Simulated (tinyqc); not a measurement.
Physical sputtering: collision-cascade yield, angular dependence, faceting and resputtering in deposition. Changing the surface binding energy U. Computed by tinyqc, a small Python program. Command: `OMP_NUM_THREADS=1 python tinyqc.py 3023434 3023435 out.jsonl sputter sweep`. One thread of a shared host (Intel(R) Xeon(R) Processor @ 2.30GHz), about 0.01 s of CPU time with the checks.

Ions start collision cascades; atoms that reach the surface with more than U leave. The target is amorphous or fine-grained.

Inputs (values chosen for the exercise, modelled on argon ions on copper):
```
quantity           value     unit
ion Z1                18        -
ion mass M1        39.95        u
target Z2             29        -
target mass M2     63.55        u
target density N    84.9   1/nm^3
fit factor Q           1        -
ion energy E       13000       eV
current density J    1.5  mA/cm^2
```

Constants: e = 1.602176634e-19 C.

Method. gamma = 4 M1 M2/(M1 + M2)^2; threshold E_th = 6.7 U/gamma for M1 >= M2, else U (1 + 5.7 M1/M2)/gamma. eps = 0.03255 M2 E/(Z1 Z2 (M1 + M2) z), z = (Z1^(2/3) + Z2^(2/3))^(1/2), E in eV; s_n = 3.441 sqrt(eps) ln(eps + 2.718)/(1 + 6.355 sqrt(eps) + eps (6.882 sqrt(eps) - 1.708)); S_n = 84.78 Z1 Z2 M1 s_n/((M1 + M2) z) in eV angstrom^2; alpha = 0.249 (M2/M1)^0.56 + 0.0035 (M2/M1)^1.5 for M1 <= M2, else 0.0875 (M2/M1)^(-0.15) + 0.165 M2/M1; Y0 = 0.042 Q alpha S_n/U [1 - sqrt(E_th/E)]^2.5 (the electronic-loss factor of the full formula is dropped). Erosion rate = Y0 J/(e N); 1 cm^2 = 1e14 nm^2.

One run for each value:
```
surface binding energy U (eV)  yield Y0 (atoms per ion)  threshold E_th (eV)  erosion rate (nm/min)
2                                                10.398                9.669                 687.97
3                                                 6.823               14.504                 451.46
4                                                 5.049               19.338                 334.09
5                                                 3.992               24.173                 264.12
6                                                 3.291               29.008                 217.74
7                                                 2.793               33.842                 184.78
8                                                 2.421               38.677                 160.19
9                                                 2.133               43.511                 141.15
10                                                1.904               48.346                 125.98
```

Describe and explain the trends.

Over the rows, yield Y0 (atoms per ion) falls from 10.4 to 1.90 (exponent d ln y / d ln x about -1.1 throughout); threshold E_th (eV) rises from 9.67 to 48.3 (exponent d ln y / d ln x about 1.0 throughout); erosion rate (nm/min) falls from 688 to 126 (exponent d ln y / d ln x about -1.1 throughout). At the low end the exponent of yield Y0 is -1.04, close to -1: far above the threshold the yield is inverse to U. The exponent of threshold E_th stays at 1: the threshold scales with U. U acts twice, as the divisor and through the threshold.
